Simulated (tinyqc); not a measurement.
## MOS inversion layer, Poisson-Schroedinger loop: mixing schemes compared

Electrons confined at an insulator interface at z = 0, treated as a hard wall; parabolic valleys, Hartree approximation, no image or exchange terms. The depletion charge lies far deeper than the electrons and gives a uniform field q Nd/(eps0 eps_r); the gate balances all charge. Energies are counted from the band edge at the interface.

V0 = q Nd z/(eps0 eps_r) in eV.

Tridiagonal Hamiltonian with psi = 0 one step beyond both ends: H_ii = C (1/m_(i-1/2) + 1/m_(i+1/2))/hz^2 + V0_i + U_i (+ dE for the set B), H_(i,i+1) = -C/(m_(i+1/2) hz^2), C = hbar^2/(2 m0). The lowest 2 level(s) of each valley set are kept, normalised to hz sum |psi|^2 = 1. The mass is the same on all intervals.

Level k holds N_k = D_k Vt ln(1 + exp((EF - E_k)/Vt)) with D = 2 md1 m0 q/(pi hbar^2) for the set A, D = 4 md2 m0 q/(pi hbar^2) for the set B per eV (spin included); EF is fixed by sum N_k = Ns.

n_i = sum_k N_k |psi_k|^2 (converted to cm^-3). Hartree part by Gauss: on the interval before node i the electrons still beyond are S_i = Ns - hz sum_(j<i) n_j, and U_i = U_(i-1) + q S_i hz/(eps0 eps_r) in eV, U_0 = 0 at the interface. Mixing: U(new) = U + a (U(out) - U).

Rounds from U = 0 until the largest |U(out) - U| is below 1e-7 eV (the round that meets it is counted). Anderson mixing of depth m keeps the last m inputs V and residuals F = V(out) - V(in), fits c by least squares to F = dF c over their successive differences dF, dV, and sets V(new) = V + a F - (dV + a dF) c.

Values chosen for this exercise; masses and permittivity close to those of silicon (100): temperature T = 400 K; relative permittivity eps_r = 11.6; mass along z of valley set A (2 valley(s)) mz1 = 0.913 m0; in-plane density-of-states mass of set A md1 = 0.187 m0; mass along z of valley set B (4 valley(s)) mz2 = 0.19 m0; in-plane density-of-states mass of set B md2 = 0.42 m0; sheet density of electrons Ns = 5.4e12 cm^-2; sheet density of depletion charge Nd = 1.8e12 cm^-2; extra shift of set B (strain) dE = 0 eV; mesh step hz = 0.67 nm.

Constants: q = 1.602176634e-19 C, kB = 1.380649e-23 J/K, hbar = 1.054571817e-34 J s, m0 = 9.1093837015e-31 kg, Vt = kB T/q, eps0 = 8.8541878128e-14 F/cm where lengths are in cm, hbar^2/(2 m0) = 0.0380998212 eV nm^2. Results are converted to the units shown.

z, node 1 to 18 (nm): 0.67  1.34  2.01  2.68  3.35  4.02  4.69  5.36  6.03  6.7  7.37  8.04  8.71  9.38  10.05  10.72  11.39  12.06

Rounds needed:
```
a    depth m  rounds
1      plain      28
0.8    plain      12
0.6    plain      16
0.4    plain      28
0.2    plain      61
0.1    plain     128
0.5        2      13
0.5        4       9
0.5        8       9
```

What does the table show?

Among the plain runs a = 0.8 is fastest, with 12 rounds; larger factors overshoot and smaller ones creep. Anderson mixing needs 9 to 13 rounds.

Numbers from tinyqc (`OMP_NUM_THREADS=1 python tinyqc.py 2160123 2160124 out.jsonl`; about 1 s on one thread of a shared Intel Xeon 2.30GHz).
